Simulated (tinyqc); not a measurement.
Inside a calculation. Method: one-electron ion in a basis of Gaussians. Computed by tinyqc, a small Python program that keeps every step. Settings: Z = 5, l = 1. Command: `OMP_NUM_THREADS=1 python tinyqc.py 27882 27883 out.jsonl` (the two numbers bound the seeds that draw the settings). One thread of a shared host (Intel(R) Xeon(R) Processor @ 2.60GHz), about 0.01 s of CPU time with the checks.

## Matrices over normalised Gaussians

exponents of r^l exp(-a r^2) (1/bohr^2): 0.37220  0.62280  1.04200

Z = 5

l = 1

With p = a_i + a_j and I(k) = Gamma((k+1)/2) / (2 p^((k+1)/2)): S = I(2l+2), T = (2l+3) a_i a_j S / p, V = -Z I(2l+1), each divided by sqrt(S_ii S_jj).

S:
```
,1,2,3
1,1.00000,0.92135,0.72795
2,0.92135,1.00000,0.92138
3,0.72795,0.92138,1.00000
```

T (hartree):
```
,1,2,3
1,0.93050,1.07324,0.99817
2,1.07324,1.55700,1.79583
3,0.99817,1.79583,2.60500
```

V (hartree):
```
,1,2,3
1,-3.24517,-3.45676,-3.25606
2,-3.45676,-4.19781,-4.47152
3,-3.25606,-4.47152,-5.42979
```

## Generalised eigenproblem

H = T + V (hartree):
```
,1,2,3
1,-2.31467,-2.38352,-2.25788
2,-2.38352,-2.64081,-2.67569
3,-2.25788,-2.67569,-2.82479
```

Solve H C = S C e through S^(-1/2); each column has its largest component positive (the first on a tie).

eigenvalues of S: 0.01109  0.27205  2.71686

eigenvalues (hartree): -2.90249  -1.11173  0.60931

coefficients:
```
,1,2,3
1,0.62808,2.06396,-3.71179
2,-0.69155,-1.22239,7.44233
3,1.15978,-0.56696,-4.09552
```

For Z = 5 and l = 1 the exact lowest level is -Z^2/(2 n^2) with n = l + 1: -3.125000 hartree.
